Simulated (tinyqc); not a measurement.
# Composition from the perpendicular lattice constant

Inverse problem. The layer is x parts of the first compound and 1 - x of the second, grown coherently on the second as substrate and barrier. Rows of the table: lattice constant a, average valence level Ea on an absolute scale, spin-orbit splitting so, gaps at Gamma, X and L, hydrostatic deformation potentials av and ac (Gamma), shear potential b, elastic constants, electron and heavy-hole (along z) masses. All are interpolated linearly in x; gaps get -C x (1 - x), taken wholly in the conduction band; real line-ups can differ from this model by 0.1 eV or more. In-plane strain e = (a_substrate - a)/a, e_z = -2 (c12/c11) e, volume change 2 e + e_z. X-ray diffraction gives a_z = a (1 + e_z) of the coherent layer. Find x, e and the relaxed Gamma gap.

Values chosen for this exercise:
- CG = 0.477 eV (bowing of the Gamma gap)
- CX = 1.4 eV (bowing of the X gap)
- CL = 0.33 eV (bowing of the L gap)

Binary compounds, values chosen for the exercise:
```
,close to InAs,close to GaAs
a (angstrom),6.058,5.653
Ea (eV),-6.67,-6.92
so (eV),0.382,0.336
EG (eV),0.359,1.41
EX (eV),1.36,1.91
EL (eV),1.06,1.69
av (eV),0.997,1.17
ac (eV),-5.09,-7.17
b (eV),-1.78,-1.68
c11 (GPa),83.2,119
c12 (GPa),45.6,53.7
me (m0),0.0227,0.0665
mh (m0),0.328,0.35
```

lattice constant along the growth direction = 5.73844345 angstrom

Answer. a_z changes steadily with x, about (1 + 2 c12/c11) times as fast as the relaxed lattice constant, so one composition matches.

x = 0.1100
e = -0.7819 %
relaxed Gamma gap = 1.248 eV

Numbers from tinyqc (`OMP_NUM_THREADS=1 python tinyqc.py 2690044 2690045 out.jsonl`; about 0.01 s on one thread of a shared Intel Xeon 2.30GHz).
